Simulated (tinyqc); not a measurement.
# Undoped symmetric double-gate MOSFET, analytic potential model, step by step

Computed by the program tinyqc: `OMP_NUM_THREADS=1 python tinyqc.py 2440074 2440075 out.jsonl`, one thread of a shared Intel Xeon 2.30GHz, about 0.01 s for the whole run. Printed values are rounded.

An undoped body of thickness ts between two equal insulators and tied gates; long channel, electrons only, n = ni exp((psi - V)/Vt) with V the quasi-Fermi potential (0 at the source, Vd at the drain), constant mobility, no quantisation. Across the body psi(x) = V - 2 Vt ln[(ts/(2 beta)) sqrt(q ni/(2 eps0 eps_r Vt)) cos(2 beta x/ts)], x from the centre. Q is the electron charge per area of the whole body.

Values chosen for this exercise; material values close to those of silicon:
- T = 325 K (temperature)
- Eg = 1.1 eV (band gap)
- eps_r = 11.8 (relative permittivity of the semiconductor)
- Nc = 3.13e19 cm^-3 (conduction-band density of states at T)
- Nv = 2.95e19 cm^-3 (valence-band density of states at T)
- eox = 7.36 (relative permittivity of the gate insulator)
- tox = 3.8 nm (insulator thickness)
- ts = 5 nm (body thickness)
- dphi = 0.13 V (gate work function less that of the intrinsic body)
- mu = 430 cm^2/(V s) (channel mobility)
- L = 1 um (gate length)
- Vg = 0.66 V (gate voltage)
- Vd = 0.5 V (drain voltage)

Constants: q = 1.602176634e-19 C, kB = 1.380649e-23 J/K, Vt = kB T/q, eps0 = 8.8541878128e-14 F/cm where lengths are in cm. Results are converted to the units shown.

Range of the model: In a body this thin, quantum confinement raises the threshold; it is left out.

## Constants of the body

ni = sqrt(Nc Nv) exp(-Eg/(2 Vt)), Eg in volts; r = eps_r tox/(eox ts); V0 = dphi + 2 Vt ln[(2/ts) sqrt(2 eps0 eps_r Vt/(q ni))].

ni = 8.99141e10 cm^-3
r = 1.21848
V0 = 0.633830 V

## Iteration 1: beta at the source by Newton steps

beta at the start = 0.5

With V = 0: f = ln(beta) - ln(cos beta) + 2 r beta tan(beta) - (Vg - V0)/(2 Vt); f' = 1/beta + tan(beta) + 2 r [tan(beta) + beta/cos^2(beta)]; beta(new) = beta - f/f'.

f = -0.364119
f' = 5.45975
beta after iteration 1 = 0.566691

## Iteration 2: beta at the source by Newton steps

As before.

f = 0.0135729
f' = 5.89176
beta after iteration 2 = 0.564388

## Course of the iteration: beta at the source by Newton steps

Stop when beta changes by less than 1e-11, or after 40 iterations. beta must stay between 0 and pi/2.

Course of the iteration:
```
iteration,beta,|change|
1,0.566691,0.0667
2,0.564388,2.30e-3
3,0.564384,3.42e-6
4,0.564384,7.51e-12
```

Converged in 4 iterations. At the end the number of correct digits about doubles with each step.

## Charges and drain current

beta_s = 0.564384
beta_d = 2.11912e-4

beta (between 0 and pi/2) solves (Vg - V0 - V)/(2 Vt) = ln(beta) - ln(cos beta) + 2 r beta tan(beta). Q = 8 eps0 eps_r Vt beta tan(beta)/ts; I = mu (1/L)(4 eps0 eps_r/ts)(2 Vt)^2 [g(beta_s) - g(beta_d)] per width, g = beta tan(beta) - beta^2/2 + r beta^2 tan^2(beta), with beta_s at V = 0 and beta_d at V = Vd.

Qs = 167.277 nC/cm^2
Qd = 2.10241e-5 nC/cm^2
g(beta_s) = 0.353585
g(beta_d) = 2.24534e-8
I = 3.98708 uA/um

The term r beta^2 tan^2(beta), which gives the square law, makes up 44.0 % of g at the source.

## Potential and electron density across the body at the source

```
point,x/ts
0,0
1,0.1
2,0.2
3,0.3
4,0.4
5,0.45
6,0.5
```

psi(x) as above with V = 0 and beta = beta_s; n = ni exp(psi/Vt).

```
point,psi (V),n (cm^-3)
0,0.471790,1.86156e18
1,0.472147,1.88548e18
2,0.473229,1.95975e18
3,0.475065,2.09247e18
4,0.477704,2.29929e18
5,0.479350,2.43841e18
6,0.481229,2.60764e18
```

The density at the surface is 1.40 times that at the centre (1/cos^2 beta).
